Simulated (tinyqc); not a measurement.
Inside a calculation. Method: Hubbard chain of 6 sites. Computed by tinyqc, a small Python program that keeps every step. Settings: hopping = 1.04, U = 7.0, mixing = 0.2, iteration cap = 69. Command: `OMP_NUM_THREADS=1 python tinyqc.py 29497 29498 out.jsonl` (the two numbers bound the seeds that draw the settings). One thread of a shared host (Intel(R) Xeon(R) Processor @ 2.60GHz), about 0.2 s of CPU time with the checks. Later iterations appear only in the table of the cycle.

## Mean-field iteration 1

one-body matrix (hopping and site energies) (eV), lower triangle:
```
           1          2          3          4          5         6
1   0.000000
2  -1.040000   0.000000
3   0.000000  -1.040000   0.000000
4   0.000000   0.000000  -1.040000   0.000000
5   0.000000   0.000000   0.000000  -1.040000   0.000000
6   0.000000   0.000000   0.000000   0.000000  -1.040000  0.000000
```

U = 7.000000 eV

electrons, up and down: 3  1

mixing = 0.200000

n(up) at the start (a guess, not normalised): 1 0.800000, 2 0.200000, 3 0.800000, 4 0.200000, 5 0.800000, 6 0.200000

n(down) at the start (a guess): 1 0.000000, 2 0.467000, 3 0.000000, 4 0.467000, 5 0.000000, 6 0.467000

H(up) = T + U n(down), H(down) = T + U n(up); fill the lowest levels; n(new) = n + mixing (n(out) - n); E = tr T (rho up + rho down) + U sum n_up n_down of the output.

levels, up (eV): -0.852169  -0.451988  -0.064268  3.333268  3.720988  4.121169

levels, down (eV): 0.685407  1.031834  1.349599  5.650401  5.968166  6.314593

energy = -2.130235 eV

n(up) after iteration 1: 1 0.826692, 2 0.184143, 3 0.817735, 4 0.182265, 5 0.815857, 6 0.173308

n(down) after iteration 1: 1 0.002731, 2 0.434590, 3 0.013790, 4 0.468437, 5 0.008868, 6 0.392384

## Mean-field iteration 2

As before.

levels, up (eV): -0.815332  -0.444504  -0.019428  2.963738  3.507765  4.053361

levels, down (eV): 0.588694  0.910567  1.199533  5.800467  6.089433  6.411306

energy = -2.226873 eV

n(up) after iteration 2: 1 0.846656, 2 0.174287, 3 0.830054, 4 0.168218, 5 0.824432, 6 0.156352

n(down) after iteration 2: 1 0.004356, 2 0.401919, 3 0.023184, 4 0.471738, 5 0.016221, 6 0.339222

## Mean-field iteration 3

As before.

levels, up (eV): -0.797748  -0.448189  0.011476  2.661483  3.339043  4.030416

levels, down (eV): 0.515258  0.830991  1.100203  5.900826  6.173529  6.479193

energy = -2.301746 eV

n(up) after iteration 3: 1 0.861089, 2 0.169492, 3 0.838124, 4 0.156841, 5 0.827143, 6 0.147311

n(down) after iteration 3: 1 0.005203, 2 0.368043, 3 0.029507, 4 0.478120, 5 0.022467, 6 0.301972

## Convergence

Each step fills the lowest levels of T + U n(other spin) and sets n(new) = n + mixing (n(out) - n); stop when output and input agree to 1e-8.

Course of the cycle:

| iteration | E (eV) | largest \|n(out) - n(in)\| | mean \|n_up - n_down\| |
|---|---|---|---|
| 1 | -2.13023492 | 3.73e-01 | 0.524826 |
| 2 | -2.22687291 | 2.66e-01 | 0.515775 |
| 3 | -2.30174610 | 1.86e-01 | 0.505456 |
| 4 | -2.36466590 | 1.72e-01 | 0.494577 |
| 5 | -2.42867461 | 1.73e-01 | 0.492427 |
| 6 | -2.50296307 | 1.71e-01 | 0.510153 |
| 7 | -2.59078812 | 1.68e-01 | 0.531498 |
| 8 | -2.68920848 | 1.77e-01 | 0.552266 |
| 9 | -2.79032148 | 1.87e-01 | 0.570437 |
| 10 | -2.88483810 | 1.85e-01 | 0.584970 |
| 11 | -2.96596063 | 1.73e-01 | 0.595835 |
| ... | ... | ... | ... |
| 59 | -3.23634870 | 7.43e-03 | 0.599915 |
| 60 | -3.23642473 | 7.15e-03 | 0.599673 |
| 61 | -3.23649586 | 6.89e-03 | 0.599439 |
| 62 | -3.23656246 | 6.64e-03 | 0.599212 |
| 63 | -3.23662486 | 6.41e-03 | 0.598991 |
| 64 | -3.23668338 | 6.18e-03 | 0.598776 |
| 65 | -3.23673828 | 5.97e-03 | 0.598568 |
| 66 | -3.23678983 | 5.76e-03 | 0.598365 |
| 67 | -3.23683826 | 5.57e-03 | 0.598168 |
| 68 | -3.23688380 | 5.38e-03 | 0.597976 |
| 69 | -3.23692662 | 5.21e-03 | 0.597790 |

Not converged within 69 iterations: the residual falls steadily but slowly, by a factor of about 0.96 a step. The lowest mean-field energy found from random starts is -3.23770 eV. Reruns (cap 100 unless said): mixing 0.5: not converged; mixing 0.9: not converged; the original settings with a cap of 400: not converged.

## Exact diagonalisation (120 states)

Lowest levels of the sector, and the double occupancy of the lowest state.

lowest levels (eV): -3.888869  -3.607937  -3.306214  -3.170874  -2.979035  -2.723883

double occupancy per site = 0.013954

## The lowest level by Lanczos steps

From a random start vector (not printed): a_j = <q_j|H|q_j>, b_j = norm of the remainder after orthogonalising; the Ritz value is the lowest eigenvalue of the tridiagonal matrix of a and b so far.

Lanczos:

| j | a_j (eV) | b_j (eV) | lowest Ritz value (eV) |
|---|---|---|---|
| 1 | 2.409917 | 4.408225 | 2.40991722 |
| 2 | 2.629457 | 3.902214 | -1.88990408 |
| 3 | 3.139805 | 3.884451 | -3.21823171 |
| 4 | 3.762146 | 3.190766 | -3.70496762 |
| 5 | 4.265648 | 3.268114 | -3.81970706 |
| 6 | 3.303459 | 3.611253 | -3.85158215 |
| 7 | 3.678783 | 3.830613 | -3.86549026 |
| 8 | 3.110732 | 3.603677 | -3.87461192 |
| 9 | 4.577437 | 3.887469 | -3.87976271 |
| 10 | 2.873358 | 3.522517 | -3.88336300 |
